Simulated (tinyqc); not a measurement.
# IGBT as a p-i-n diode in series with a MOS channel, on-state and switching loss: what changes with what

High injection (n = p) in a drift layer from x = -W/2 (anode) to +W/2 (cathode side), recombination only in the layer with lifetime tau, ideal emitters. The channel feeds the cathode side and carries the whole current. Auger recombination, carrier-carrier scattering, emitter losses and the carrier dip under the p body are left out.

Inputs (values chosen for the exercise); material values close to those of silicon: temperature T = 300 K; band gap Eg = 1.14 eV; conduction-band density of states at T Nc = 2.76e19 cm^-3; valence-band density of states at T Nv = 2.63e19 cm^-3; electron mobility mn = 1400 cm^2/(V s); hole mobility mp = 480 cm^2/(V s); width of the drift layer W = 350 um; doping of the drift layer Nd = 1.8e13 cm^-3; high-injection lifetime tau = 20 us; current density J = 100 A/cm^2; channel and accumulation resistance Rch = 3.6 mohm cm^2; link voltage Vdc = 1800 V; turn-off energy per stored charge and link voltage ks = 0.1; switching frequency f = 2 kHz.

Constants: q = 1.602176634e-19 C, kB = 1.380649e-23 J/K, Vt = kB T/q. Results are converted to the units shown.

Each table varies one quantity; the others keep the values above.

## Effect of the width of the drift layer

b = mn/mp, B = (b - 1)/(b + 1), La = sqrt(2 Vt mn mp tau/(mn + mp)), y = W/(2 La). n(x) = (tau J/(2 q La))[cosh(x/La)/sinh y - B sinh(x/La)/cosh y]. Vm = Vt [(8 b/(b + 1)^2)(sinh y/s) arctan(s sinh y) + B ln((1 + B tanh^2 y)/(1 - B tanh^2 y))], s = sqrt(1 - B^2 tanh^2 y); Vj = Vt ln(n(-W/2) n(W/2)/ni^2), ni = sqrt(Nc Nv) exp(-Eg/(2 Vt)), Eg in volts; Vc = J Rch; Von = Vm + Vj + Vc. Stored charge tau J, turn-off energy Eoff = ks tau J Vdc, loss at half duty 0.5 J Von + f Eoff. A unipolar device on the same layer has Vu = J (W/(q mn Nd) + Rch).

The same in every row: Eoff (mJ/cm^2) = 360.0.

Results:
```
W (um)       y  Von (V)  Vu (V)  total loss (W/cm^2)
140     0.3641    1.333   347.1                786.6
180     0.4681    1.325   446.2                786.3
310     0.8062    1.323   768.2                786.1
410      1.066    1.337    1016                786.8
540      1.404    1.371    1338                788.6
700      1.820    1.442    1734                792.1
```

Estimate the missing row, W = 240 um.

Computed row:
```
W (um)       y  Von (V)  Vu (V)  total loss (W/cm^2)
240     0.6242    1.321   594.8                786.0
```

With this row back in the table: As W goes from 140 to 700 um, Von goes from 1.33 through a minimum of 1.32 (at W = 240 um among the rows listed) to 1.44 V, Eoff stays at 360 mJ/cm^2 and the total loss goes from 787 through a minimum of 786 (at W = 240 um among the rows listed) to 792 W/cm^2. Von is below Vu in 7 of the 7 rows. In every row the density at the anode passes 2e17 cm^-3, where Auger recombination and emitter losses matter.

## Effect of the switching frequency

Same model as above.

The same in every row: y = 0.9102; Von (V) = 1.327; Vu (V) = 867.2; Eoff (mJ/cm^2) = 360.0.

Result of one run:
```
f (kHz)  total loss (W/cm^2)
13                      4746
```

What becomes of these results when the switching frequency f is changed from 13 to 2.9 kHz, all else the same?

Result of the changed run:
```
f (kHz)  total loss (W/cm^2)
2.9                     1110
```

The whole series:
```
f (kHz)  total loss (W/cm^2)
0.3                    174.4
0.64                   296.8
1.4                    570.4
2.9                     1110
6.2                     2298
13                      4746
28                   1.015e4
60                   2.167e4
```

As f goes from 0.3 to 60 kHz, Von stays at 1.33 V, Eoff stays at 360 mJ/cm^2 and the total loss rises from 174 to 21700 W/cm^2. Von is below Vu in 8 of the 8 rows. In every row the density at the anode passes 2e17 cm^-3, where Auger recombination and emitter losses matter.

## Effect of the channel and accumulation resistance

Same model as above.

The same in every row: y = 0.91024; Eoff (mJ/cm^2) = 360.00.

Effect of the channel and accumulation resistance:
```
Rch (mohm cm^2)  Von (V)  Vu (V)  total loss (W/cm^2)
0.2              0.98708  866.90               769.35
0.4               1.0071  866.92               770.35
0.78              1.0451  866.95               772.25
1.5               1.1171  867.03               775.85
3.1               1.2771  867.19               783.85
6.1               1.5771  867.49               798.85
12                2.1671  868.08               828.35
```

Read the table: what changes, and by how much?

As Rch goes from 0.2 to 12 mohm cm^2, Von rises from 0.987 to 2.17 V, Eoff stays at 360 mJ/cm^2 and the total loss rises from 769 to 828 W/cm^2. Von is below Vu in 7 of the 7 rows. In every row the density at the anode passes 2e17 cm^-3, where Auger recombination and emitter losses matter.

Computed by the program tinyqc: `OMP_NUM_THREADS=1 python tinyqc.py 2590036 2590037 out.jsonl`, one thread of a shared Intel Xeon 2.30GHz, about 0.01 s for the whole run.
